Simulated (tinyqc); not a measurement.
Quasi-harmonic thermal expansion with mode Grueneisen parameters: one step, computed by the program tinyqc.

A crystal with two atoms a cell; per atom there are 1 transverse acoustic (TA), 1/2 longitudinal acoustic (LA) and 3/2 optical (O) modes. Every frequency of group i scales as nu_i (V/V0)^(-gamma_i). The acoustic groups have Debye spectra, density 3 nu^2/nu_i^3 up to nu_i (40 Gauss-Legendre points); the optical group has one frequency. Static energy: E = (9 V0 B0/16) [y^3 B' + y^2 (2 - 4 y)], y = (V0/V)^(2/3) - 1, with pressure P_s = (3 B0/2) (z^7 - z^5) [1 + (3/4)(B' - 4)(z^2 - 1)], z = (V0/V)^(1/3).

Question. Properties at the equilibrium volume. For a mode with x = h nu/(k_B T), n = 1/(exp(x) - 1): U = h nu (n + 1/2), C/k_B = x^2 n (n + 1); U_i and C_i sum these over group i with its weight per atom. Phonon pressure P_ph = sum_i gamma_i U_i/V. B_T = -V d(P_s + P_ph)/dV at fixed T (central difference, step 1e-4 V); alpha_V = sum gamma_i C_i k_B/(B_T V), all at V(T); the linear coefficient is alpha_L = alpha_V/3. C_P - C_V = alpha_V^2 B_T V T; the optical frequency is nu_O (V/V0)^(-gamma_O).

Inputs (values chosen for the exercise, modelled on gallium arsenide): static volume V0 = 22.6 angstrom^3/atom; static bulk modulus B0 = 74.1 GPa; static B' = 4.59; frequency nu_TA = 2.38 THz; frequency nu_LA = 5.8 THz; frequency nu_O = 7.71 THz; Grueneisen parameter gamma_TA = -0.94; Grueneisen parameter gamma_LA = 1.2; Grueneisen parameter gamma_O = 1.2; temperature T = 50 K.

Acoustic groups: Debye.

volume V(T) = 22.66347 angstrom^3/atom

Constants: h x 1 THz = 4.135667696 meV; k_B = 8.617333262e-05 eV/K; 1 eV/angstrom^3 = 160.2176634 GPa.

Give: volume change from V0; isothermal bulk modulus B_T; linear expansion coefficient; C_V; C_P - C_V; optical frequency at V(T).

Answer.

volume change from V0 = 0.2808 %

isothermal bulk modulus B_T = 73.65 GPa

linear expansion coefficient = -1.342 ppm/K

C_V = 0.9853 k_B/atom

C_P - C_V = 9.798e-05 k_B/atom

optical frequency at V(T) = 7.684 THz
